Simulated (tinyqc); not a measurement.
Inside a calculation. Model: phonon transmission through an interface between two chains by Green functions. Computed by tinyqc, a small Python program that keeps every step. Command: `OMP_NUM_THREADS=1 python tinyqc.py 3016488 3016489 out.jsonl agf walk`. One thread of a shared host (Intel(R) Xeon(R) Processor @ 2.30GHz), about 0.01 s of CPU time with the checks. Intermediate numbers are printed to about 5 digits and carried at full precision; extremes and crossings named in words are read from the listed rows.

Two semi-infinite chains (masses m_1, m_2; springs k_1, k_2), motion along the chain. The central region holds the end atom of each chain and three interlayer atoms of mass m_b, joined by springs k_b. lambda = omega^2 in eV/(angstrom^2 u); nu = 15.6333042 THz x sqrt(lambda).

Inputs (values chosen for the exercise, for two model chains):

| quantity | value | unit |
|---|---|---|
| mass m_1 | 17 | u |
| spring k_1 | 4.18 | eV/angstrom^2 |
| mass m_2 | 62 | u |
| spring k_2 | 8.32 | eV/angstrom^2 |
| junction spring k_b | 4.07 | eV/angstrom^2 |
| interlayer mass m_b | 49 | u |
| probe frequency / lower band top | 0.65 | - |
| temperature T | 50 | K |

Atoms in the interlayer: three.

Constants: nu for 1 eV/(angstrom^2 u) = 15.6333042 THz; h x 1 THz = 4.135667696 meV; k_B = 8.617333262e-05 eV/K; k_B = 1.380649e-23 J/K; h = 6.62607015e-34 J s.

## Band tops and impedances

nu_max = 15.6333042 THz x 2 sqrt(k/m); impedance Z = sqrt(k m); long-wave transmission 4 Z_1 Z_2/(Z_1 + Z_2)^2; the probe frequency is the given share of the lower band top.

band top of chain 1 = 15.504 THz

band top of chain 2 = 11.454 THz

Z_1 = 8.4297 sqrt(eV u)/angstrom

Z_2 = 22.712 sqrt(eV u)/angstrom

long-wave transmission = 0.78966

probe frequency = 7.4449 THz

## Self-energies and the matrix at the probe frequency

In chain i, sin(q_i a/2) = nu/nu_max,i. An outgoing wave makes the next atom move as exp(i q_i a) times the end atom, so the lead adds the self-energy Sigma_i = -k_i exp(i q_i a) to the force-constant matrix; Gamma_i = -2 Im Sigma_i = 2 k_i sin(q_i a). A = lambda M - K - Sigma over the central atoms, with K_ii the sum of the springs at i, K_(i,i+1) = -k_b; G = inverse of A; transmission = Gamma_1 Gamma_2 |G_(first,last)|^2.

q_1 a = 1.0017 rad

q_2 a = 1.4152 rad

Gamma_1 = 7.0426 eV/angstrom^2

Gamma_2 = 16.439 eV/angstrom^2

A (complex symmetric) (eV/angstrom^2):
```
                 end of 1  layer 1  layer 2  layer 3
end of 1  -2.1423+3.5213i   4.0700   0.0000   0.0000
layer 1            4.0700   2.9726   4.0700   0.0000
layer 2            0.0000   4.0700   2.9726   4.0700
layer 3            0.0000   0.0000   4.0700   2.9726
end of 2           0.0000   0.0000   0.0000   4.0700

                end of 2
end of 1          0.0000
layer 1           0.0000
layer 2           0.0000
layer 3           4.0700
end of 2  2.9604+8.2194i
```

## Transmission at the probe frequency

The formulas are those given above.

G_(first,last) = 0.059046-0.034420i angstrom^2/eV

transmission = 0.54079

It is below the long-wave value 0.790.

## Thermal conductance

Landauer conductance G = k_B int tau(nu) x^2 e^x/(e^x - 1)^2 d nu, x = h nu/(k_B T), from 0 to the lower band top (240 Gauss-Legendre points in s from 0 to 1, nu = nu_top sin(pi s/2)); tau is the transmission, and its thermal mean is G over the value for tau = 1 in the same window; the quantum is g_0 = pi^2 k_B^2 T/(3 h).

conductance G = 40.990 pW/K

thermal mean of the transmission = 0.86684

G/g_0 = 0.86620

## Transmission spectrum against simple models

Long-wave value 4 Z_1 Z_2/(Z_1 + Z_2)^2. Continuum estimate, with omega = sqrt(lambda): a slab of impedance Z_b = sqrt(k_b m_b) and phase p = omega x (number of interlayer atoms) x sqrt(m_b/k_b), tau = 4 Z_1 Z_2/[(Z_1 + Z_2)^2 cos^2 p + (Z_b + Z_1 Z_2/Z_b)^2 sin^2 p].

Transmission:

| nu/nu_top | nu (THz) | Green function | long-wave value | continuum estimate |
|---|---|---|---|---|
| 0.05 | 0.573 | 0.81933 | 0.78966 | 0.81332 |
| 0.15 | 1.718 | 0.98115 | 0.78966 | 0.95603 |
| 0.25 | 2.863 | 0.90281 | 0.78966 | 0.97154 |
| 0.35 | 4.009 | 0.74152 | 0.78966 | 0.82555 |
| 0.45 | 5.154 | 0.89580 | 0.78966 | 0.80349 |
| 0.55 | 6.300 | 0.83953 | 0.78966 | 0.93845 |
| 0.65 | 7.445 | 0.54079 | 0.78966 | 0.98422 |
| 0.75 | 8.590 | 0.29136 | 0.78966 | 0.83998 |
| 0.85 | 9.736 | 0.00493 | 0.78966 | 0.79621 |
| 0.92 | 10.537 | 0.00062 | 0.78966 | 0.87163 |
| 0.98 | 11.225 | 0.00009 | 0.78966 | 0.96429 |

The transmission starts at the impedance value 0.790 and vanishes at the lower band top, 11.45 THz, above which chain 2 has no states. It rises to 0.981 at nu/nu_top = 0.15, where the two sides are matched better than for long waves. The continuum estimate is within 0.05 up to nu/nu_top = 0.15; it leaves out dispersion, and it puts the faces of the slab half a spring from its outer atoms.

## Conductance against temperature

The formulas are those given above.

Conductance:

| T (K) | G (pW/K) | mean transmission | G/g_0 | G for transmission 1 (pW/K) |
|---|---|---|---|---|
| 1 | 0.74766 | 0.78998 | 0.78998 | 0.94643 |
| 5 | 3.7735 | 0.79742 | 0.79742 | 4.7322 |
| 20 | 16.293 | 0.86076 | 0.86076 | 18.929 |
| 50 | 40.990 | 0.86684 | 0.86620 | 47.287 |
| 100 | 69.344 | 0.77453 | 0.73269 | 89.530 |
| 200 | 88.619 | 0.67576 | 0.46817 | 131.14 |
| 400 | 95.675 | 0.63662 | 0.25273 | 150.29 |
| 800 | 97.646 | 0.62557 | 0.12897 | 156.09 |

At 1 K G/g_0 = 0.790; as T goes to 0 it tends to the long-wave transmission, where only the impedances count. Towards high T all modes count more and more alike; at 800 K G is 97.6 pW/K and the mean transmission is 0.626, which is at least 0.7 of the low-T value.

Checks made by the program: low-frequency limit against the impedance formula (relative difference 2e-07); unitarity: Gamma_1 |G_11|^2 + Gamma_2 |G_1N|^2 = -2 Im G_11 (relative difference below 1e-10); conductance against a 1500-point midpoint sum (relative difference below 1e-10).
